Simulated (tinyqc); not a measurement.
Inside a calculation. Method: Hueckel theory of the pi electrons with the omega technique, for the molecule c1ccc2nc3ccccc3cc2c1 (SMILES; centres numbered as the heavy atoms are written). Computed by tinyqc, a small Python program that keeps every step. Settings: charge = 0, omega = 1.0, damping = 0.3. Command: `OMP_NUM_THREADS=1 python tinyqc.py 22415 22416 out.jsonl` (the two numbers bound the seeds that draw the settings). One thread of a shared host (Intel(R) Xeon(R) Processor @ 2.60GHz), about 0.02 s of CPU time with the checks.

## The Hueckel matrix

Centres:
```
centre  z_r, pi electrons of the neutral centre         h
1C                                            1  0.000000
2C                                            1  0.000000
3C                                            1  0.000000
4C                                            1  0.000000
5N                                            1  0.500000
6C                                            1  0.000000
7C                                            1  0.000000
8C                                            1  0.000000
9C                                            1  0.000000
10C                                           1  0.000000
11C                                           1  0.000000
12C                                           1  0.000000
13C                                           1  0.000000
14C                                           1  0.000000
```

Bonds:
```
i    j         k
1    2         1
2    3         1
3    4         1
4    5         1
5    6  1.000000
6    7         1
7    8         1
8    9         1
9   10         1
10  11         1
11  12         1
12  13         1
13  14         1
14   1         1
13   4         1
11   6         1
```

H_rr = alpha + h_r beta, H_rs = k_rs beta for bonded centres.

Hueckel matrix in units of beta (H = alpha + beta A), lower triangle:
```
           1C        2C        3C        4C        5N        6C        7C        8C
1C   0.000000
2C   1.000000  0.000000
3C   0.000000  1.000000  0.000000
4C   0.000000  0.000000  1.000000  0.000000
5N   0.000000  0.000000  0.000000  1.000000  0.500000
6C   0.000000  0.000000  0.000000  0.000000  1.000000  0.000000
7C   0.000000  0.000000  0.000000  0.000000  0.000000  1.000000  0.000000
8C   0.000000  0.000000  0.000000  0.000000  0.000000  0.000000  1.000000  0.000000
9C   0.000000  0.000000  0.000000  0.000000  0.000000  0.000000  0.000000  1.000000
10C  0.000000  0.000000  0.000000  0.000000  0.000000  0.000000  0.000000  0.000000
11C  0.000000  0.000000  0.000000  0.000000  0.000000  1.000000  0.000000  0.000000
12C  0.000000  0.000000  0.000000  0.000000  0.000000  0.000000  0.000000  0.000000
13C  0.000000  0.000000  0.000000  1.000000  0.000000  0.000000  0.000000  0.000000
14C  1.000000  0.000000  0.000000  0.000000  0.000000  0.000000  0.000000  0.000000

           9C       10C       11C       12C       13C       14C
9C   0.000000
10C  1.000000  0.000000
11C  0.000000  1.000000  0.000000
12C  0.000000  0.000000  1.000000  0.000000
13C  0.000000  0.000000  0.000000  1.000000  0.000000
14C  0.000000  0.000000  0.000000  0.000000  1.000000  0.000000
```

## Orbitals, round 1

pi electrons, sum of z_r less the charge = 14

Diagonalise; E = alpha + x beta with beta < 0, so the largest x are filled first; degenerate levels share their electrons. P = sum n_i c_ri c_si; each orbital has its largest coefficient positive (the first on a tie).

x values: 2.473307  2.000000  1.537497  1.414214  1.000000  1.000000  0.514107  -0.325404  -1.000000  -1.000000  -1.322738  -1.414214  -2.000000  -2.376768

occupations: 2.000000  2.000000  2.000000  2.000000  2.000000  2.000000  2.000000  0.000000  0.000000  0.000000  0.000000  0.000000  0.000000  0.000000

coefficients:
```
          MO1        MO2        MO3        MO4        MO5        MO6        MO7        MO8
1C   0.135339   0.288675  -0.292637   0.288675   0.408145   0.009168   0.256976   0.182255
2C   0.140008   0.288675  -0.129798   0.408248   0.196133   0.358048  -0.183868   0.250391
3C   0.210943   0.288675   0.093074   0.288675  -0.212012   0.348880  -0.351503  -0.263733
4C   0.381719   0.288675   0.272898   0.000000  -0.408145  -0.009168   0.003158  -0.164571
5N   0.386883   0.000000   0.526070   0.000000   0.000000   0.000000   0.447654   0.398764
6C   0.381719  -0.288675   0.272898   0.000000   0.408145   0.009168   0.003158  -0.164571
7C   0.210943  -0.288675   0.093074   0.288675   0.212012  -0.348880  -0.351503  -0.263733
8C   0.140008  -0.288675  -0.129798   0.408248  -0.196133  -0.358048  -0.183868   0.250391
9C   0.135339  -0.288675  -0.292637   0.288675  -0.408145  -0.009168   0.256976   0.182255
10C  0.194728  -0.288675  -0.320131   0.000000  -0.212012   0.348880   0.315981  -0.309697
11C  0.346283  -0.288675  -0.199564  -0.288675   0.196133   0.358048  -0.094528  -0.081478
12C  0.280016   0.000000  -0.259596  -0.408248   0.000000   0.000000  -0.367736   0.500782
13C  0.346283   0.288675  -0.199564  -0.288675  -0.196133  -0.358048  -0.094528  -0.081478
14C  0.194728   0.288675  -0.320131   0.000000   0.212012  -0.348880   0.315981  -0.309697

           MO9       MO10       MO11       MO12       MO13       MO14
1C    0.407544  -0.023968  -0.321830  -0.288675   0.288675   0.162948
2C   -0.224529  -0.340959   0.091195   0.408248  -0.288675  -0.159366
3C   -0.183015   0.364928   0.201202  -0.288675   0.288675   0.215827
4C    0.407544  -0.023968  -0.357333   0.000000  -0.288675  -0.353605
5N    0.000000   0.000000   0.392084   0.000000   0.000000   0.245835
6C   -0.407544   0.023968  -0.357333   0.000000   0.288675  -0.353605
7C    0.183015  -0.364928   0.201202  -0.288675  -0.288675   0.215827
8C    0.224529   0.340959   0.091195   0.408248   0.288675  -0.159366
9C   -0.407544   0.023968  -0.321830  -0.288675  -0.288675   0.162948
10C   0.183015  -0.364928   0.334501   0.000000   0.288675  -0.227924
11C   0.224529   0.340959  -0.120628   0.288675  -0.288675   0.378775
12C   0.000000   0.000000   0.182391  -0.408248   0.000000  -0.318731
13C  -0.224529  -0.340959  -0.120628   0.288675   0.288675   0.378775
14C  -0.183015   0.364928   0.334501   0.000000  -0.288675  -0.227924
```

charge and bond-order matrix P, lower triangle:
```
            1C         2C         3C         4C         5N         6C         7C         8C
1C    1.006647
2C    0.588401   0.973848
3C   -0.011365   0.733202   1.020095
4C   -0.221441   0.034883   0.542955   0.940386
5N    0.026898  -0.192851  -0.053557   0.585316   1.253646
6C    0.111892   0.034883  -0.123712  -0.059614   0.585316   0.940386
7C   -0.011365   0.066535   0.020095  -0.123712  -0.053557   0.542955   1.020095
8C   -0.078266  -0.026152   0.066535   0.034883  -0.192851   0.034883   0.733202   0.973848
9C    0.006647  -0.078266  -0.011365   0.111892   0.026898  -0.221441  -0.011365   0.588401
10C   0.069139   0.021434  -0.032909  -0.024068   0.096751  -0.024068  -0.366242   0.021434
11C  -0.004718   0.114496   0.008731  -0.178486  -0.026659   0.488181   0.008731  -0.218837
12C  -0.196971  -0.052305   0.092630   0.069766  -0.385701   0.069766   0.092630  -0.052305
13C  -0.004718  -0.218837   0.008731   0.488181  -0.026659  -0.178486   0.008731   0.114496
14C   0.735806   0.021434  -0.366242  -0.024068   0.096751  -0.024068  -0.032909   0.021434

            9C        10C        11C       12C       13C       14C
9C    1.006647
10C   0.735806   0.980494
11C  -0.004718   0.536231   1.004012
12C  -0.196971   0.042868   0.602766  0.895390
13C  -0.004718  -0.130436   0.004012  0.602766  1.004012
14C   0.069139  -0.019506  -0.130436  0.042868  0.536231  0.980494
```

Within a degenerate level the vectors are fixed only up to a rotation; this is one choice.

## Omega technique, round 1

h_r = h_r(0) + omega q_r, omega = 1, with q_r = z_r - P_rr; 0.3 of the old diagonal is kept.

matrix after round 1, lower triangle:
```
            1C        2C         3C        4C        5N        6C         7C        8C
1C   -0.004653
2C    1.000000  0.018307
3C    0.000000  1.000000  -0.014067
4C    0.000000  0.000000   1.000000  0.041730
5N    0.000000  0.000000   0.000000  1.000000  0.322448
6C    0.000000  0.000000   0.000000  0.000000  1.000000  0.041730
7C    0.000000  0.000000   0.000000  0.000000  0.000000  1.000000  -0.014067
8C    0.000000  0.000000   0.000000  0.000000  0.000000  0.000000   1.000000  0.018307
9C    0.000000  0.000000   0.000000  0.000000  0.000000  0.000000   0.000000  1.000000
10C   0.000000  0.000000   0.000000  0.000000  0.000000  0.000000   0.000000  0.000000
11C   0.000000  0.000000   0.000000  0.000000  0.000000  1.000000   0.000000  0.000000
12C   0.000000  0.000000   0.000000  0.000000  0.000000  0.000000   0.000000  0.000000
13C   0.000000  0.000000   0.000000  1.000000  0.000000  0.000000   0.000000  0.000000
14C   1.000000  0.000000   0.000000  0.000000  0.000000  0.000000   0.000000  0.000000

            9C       10C        11C       12C        13C       14C
9C   -0.004653
10C   1.000000  0.013654
11C   0.000000  1.000000  -0.002809
12C   0.000000  0.000000   1.000000  0.073227
13C   0.000000  0.000000   0.000000  1.000000  -0.002809
14C   0.000000  0.000000   0.000000  0.000000   1.000000  0.013654
```

## Orbitals, round 2

As before.

x values: 2.466879  2.008806  1.504375  1.428862  1.014288  1.003356  0.490495  -0.334595  -0.986038  -0.996832  -1.337565  -1.399944  -1.991417  -2.370670

occupations: 2.000000  2.000000  2.000000  2.000000  2.000000  2.000000  2.000000  0.000000  0.000000  0.000000  0.000000  0.000000  0.000000  0.000000

coefficients:
```
          MO1        MO2        MO3        MO4        MO5        MO6        MO7        MO8
1C   0.139215   0.286329  -0.275457   0.310169  -0.397241  -0.085984   0.238115   0.200830
2C   0.142655   0.288166  -0.096068   0.416265  -0.277702   0.304303  -0.205754   0.233060
3C   0.210086   0.287266   0.132694   0.276996   0.120656   0.385737  -0.335269  -0.283077
4C   0.378557   0.292937   0.297556  -0.016579   0.401778   0.088155   0.036590  -0.142325
5N   0.353061   0.000000   0.503509  -0.029970   0.000000   0.000000   0.435472   0.433230
6C   0.378557  -0.292937   0.297556  -0.016579  -0.401778  -0.088155   0.036590  -0.142325
7C   0.210086  -0.287266   0.132694   0.276996  -0.120656  -0.385737  -0.335269  -0.283077
8C   0.142655  -0.288166  -0.096068   0.416265   0.277702  -0.304303  -0.205754   0.233060
9C   0.139215  -0.286329  -0.275457   0.310169   0.397241   0.085984   0.238115   0.200830
10C  0.201419  -0.288345  -0.319605   0.028367   0.127064   0.390975   0.323656  -0.299322
11C  0.354911  -0.288963  -0.200985  -0.270024  -0.270097   0.300965  -0.083782  -0.096592
12C  0.296544   0.000000  -0.280872  -0.398373   0.000000   0.000000  -0.401576   0.473695
13C  0.354911   0.288963  -0.200985  -0.270024   0.270097  -0.300965  -0.083782  -0.096592
14C  0.201419   0.288345  -0.319605   0.028367  -0.127064  -0.390975   0.323656  -0.299322

           MO9       MO10       MO11       MO12       MO13       MO14
1C    0.399886  -0.090885  -0.304605  -0.303634   0.290952   0.162877
2C   -0.274036  -0.297577   0.072731   0.411938  -0.289126  -0.159718
3C   -0.124659   0.392967   0.205991  -0.280598   0.290110   0.218687
4C    0.395201  -0.088617  -0.345360  -0.023064  -0.284524  -0.355639
5N    0.000000   0.000000   0.416093   0.026782   0.000000   0.264110
6C   -0.395201   0.088617  -0.345360  -0.023064   0.284524  -0.355639
7C    0.124659  -0.392967   0.205991  -0.280598  -0.290110   0.218687
8C    0.274036   0.297577   0.072731   0.411938   0.289126  -0.159718
9C   -0.399886   0.090885  -0.304605  -0.303634  -0.290952   0.162877
10C   0.118406  -0.387751   0.333281   0.011719   0.288928  -0.225651
11C   0.281516   0.300933  -0.145730   0.287067  -0.288368   0.375148
12C   0.000000   0.000000   0.206594  -0.389727   0.000000  -0.307008
13C  -0.281516  -0.300933  -0.145730   0.287067   0.288368   0.375148
14C  -0.118406   0.387751   0.333281   0.011719  -0.288928  -0.225651
```

charge and bond-order matrix P, lower triangle:
```
            1C         2C         3C         4C         5N         6C         7C         8C
1C    0.990677
2C    0.586202   0.995898
3C   -0.000131   0.736328   0.993498
4C   -0.217999   0.021307   0.537572   0.976936
5N    0.009706  -0.200161  -0.026632   0.599813   1.137415
6C    0.115228   0.022644  -0.128957  -0.043100   0.599813   0.976936
7C   -0.004755   0.069707   0.010006  -0.128957  -0.026632   0.537572   0.993498
8C   -0.080436  -0.015135   0.069707   0.022644  -0.200161   0.021307   0.736328   0.995898
9C    0.001965  -0.080436  -0.004755   0.115228   0.009706  -0.217999  -0.000131   0.586202
10C   0.070580   0.010499  -0.034871  -0.012857   0.100564  -0.017061  -0.368124   0.008107
11C  -0.000508   0.116193   0.003364  -0.181348  -0.008569   0.485194   0.001382  -0.217093
12C  -0.201065  -0.027833   0.098637   0.041190  -0.399319   0.041190   0.098637  -0.027833
13C   0.004783  -0.217093   0.001382   0.485194  -0.008569  -0.181348   0.003364   0.116193
14C   0.737195   0.008107  -0.368124  -0.017061   0.100564  -0.012857  -0.034871   0.010499

            9C        10C        11C       12C       13C       14C
9C    0.990677
10C   0.737195   1.000849
11C   0.004783   0.535233   0.986643
12C  -0.201065   0.016449   0.605826  0.973583
13C  -0.000508  -0.131452  -0.001485  0.605826  0.986643
14C   0.070580  -0.007750  -0.131452  0.016449  0.535233  1.000849
```

## Omega technique, round 2

As before.

matrix after round 2, lower triangle:
```
           1C        2C        3C        4C        5N        6C        7C        8C
1C   0.005130
2C   1.000000  0.008363
3C   0.000000  1.000000  0.000331
4C   0.000000  0.000000  1.000000  0.028664
5N   0.000000  0.000000  0.000000  1.000000  0.350544
6C   0.000000  0.000000  0.000000  0.000000  1.000000  0.028664
7C   0.000000  0.000000  0.000000  0.000000  0.000000  1.000000  0.000331
8C   0.000000  0.000000  0.000000  0.000000  0.000000  0.000000  1.000000  0.008363
9C   0.000000  0.000000  0.000000  0.000000  0.000000  0.000000  0.000000  1.000000
10C  0.000000  0.000000  0.000000  0.000000  0.000000  0.000000  0.000000  0.000000
11C  0.000000  0.000000  0.000000  0.000000  0.000000  1.000000  0.000000  0.000000
12C  0.000000  0.000000  0.000000  0.000000  0.000000  0.000000  0.000000  0.000000
13C  0.000000  0.000000  0.000000  1.000000  0.000000  0.000000  0.000000  0.000000
14C  1.000000  0.000000  0.000000  0.000000  0.000000  0.000000  0.000000  0.000000

           9C       10C       11C       12C       13C       14C
9C   0.005130
10C  1.000000  0.003502
11C  0.000000  1.000000  0.008508
12C  0.000000  0.000000  1.000000  0.040460
13C  0.000000  0.000000  0.000000  1.000000  0.008508
14C  0.000000  0.000000  0.000000  0.000000  1.000000  0.003502
```

## Convergence

Each round sets h_r = h_r(0) + omega (z_r - P_rr), keeping the share named as damping of the old diagonal; repeat until output and input diagonals agree to 1e-6.

Rounds:
```
round    sum n x  largest |h(out) - h(in)|
1      19.878249                  2.54e-01
2      19.834123                  4.68e-02
3      19.840546                  1.57e-02
4      19.837763                  5.96e-03
5      19.838746                  2.32e-03
6      19.838342                  9.38e-04
7      19.838502                  3.79e-04
8      19.838437                  1.54e-04
9      19.838464                  6.23e-05
10     19.838453                  2.53e-05
11     19.838457                  1.03e-05
12     19.838455                  4.17e-06
13     19.838456                  1.69e-06
14     19.838456                  6.88e-07
```

Converged in 14 rounds.

## Energy, charges, bond orders

final x values: 2.466706  2.009179  1.506430  1.426756  1.013360  1.004958  0.491839  -0.336506  -0.986722  -0.995084  -1.336616  -1.401770  -1.990922  -2.371607

occupations: 2.000000  2.000000  2.000000  2.000000  2.000000  2.000000  2.000000  0.000000  0.000000  0.000000  0.000000  0.000000  0.000000  0.000000

final P, lower triangle:
```
            1C         2C         3C         4C         5N         6C         7C         8C
1C    0.998018
2C    0.586609   0.988026
3C   -0.003851   0.735842   1.003696
4C   -0.218633   0.023349   0.538439   0.968782
5N    0.014343  -0.199060  -0.032958   0.597914   1.157621
6C    0.114667   0.023806  -0.128180  -0.043361   0.597914   0.968782
7C   -0.006804   0.069187   0.012702  -0.128180  -0.032958   0.538439   1.003696
8C   -0.080054  -0.016824   0.069187   0.023806  -0.199060   0.023349   0.735842   0.988026
9C    0.003521  -0.080054  -0.006804   0.114667   0.014343  -0.218633  -0.003851   0.586609
10C   0.070332   0.012741  -0.034536  -0.014768   0.099977  -0.017523  -0.367844   0.012002
11C  -0.001854   0.115902   0.005176  -0.180873  -0.013195   0.485742   0.002595  -0.217425
12C  -0.200393  -0.032462   0.097697   0.045292  -0.397468   0.045292   0.097697  -0.032462
13C   0.001726  -0.217425   0.002595   0.485742  -0.013195  -0.180873   0.005176   0.115902
14C   0.736979   0.012002  -0.367844  -0.017523   0.099977  -0.014768  -0.034536   0.012741

            9C        10C        11C       12C       13C       14C
9C    0.998018
10C   0.736979   0.992102
11C   0.001726   0.535385   0.994606
12C  -0.200393   0.023095   0.605403  0.951917
13C  -0.001854  -0.131302  -0.000149  0.605403  0.994606
14C   0.070332  -0.010658  -0.131302  0.023095  0.535385  0.992102
```

E = sum n x; q_r = z_r - P_rr; bond order p = P_rs; free valence = sqrt(3) - sum of p over the bonds of the atom.

pi energy = 14 alpha + this times beta = 19.838456

pi charges: 1C 0.001982, 2C 0.011974, 3C -0.003696, 4C 0.031218, 5N -0.157621, 6C 0.031218, 7C -0.003696, 8C 0.011974, 9C 0.001982, 10C 0.007898, 11C 0.005394, 12C 0.048083, 13C 0.005394, 14C 0.007898

Bond orders and lengths from R = 1.517 - 0.180 p (angstrom, C-C alone):
```
bond          p         R
1-2    0.586609  1.411410
2-3    0.735842  1.384548
3-4    0.538439  1.420081
4-5    0.597914         -
5-6    0.597914         -
6-7    0.538439  1.420081
7-8    0.735842  1.384548
8-9    0.586609  1.411410
9-10   0.736979  1.384344
10-11  0.535385  1.420631
11-12  0.605403  1.408027
12-13  0.605403  1.408027
13-14  0.535385  1.420631
14-1   0.736979  1.384344
13-4   0.485742  1.429567
11-6   0.485742  1.429567
```

free valence of the carbons: 1C 0.408462, 2C 0.409599, 3C 0.457769, 4C 0.109956, 6C 0.109956, 7C 0.457769, 8C 0.409599, 9C 0.408462, 10C 0.459687, 11C 0.105521, 12C 0.521244, 13C 0.105521, 14C 0.459687

gap between the highest filled and the next level = 0.828345 |beta|
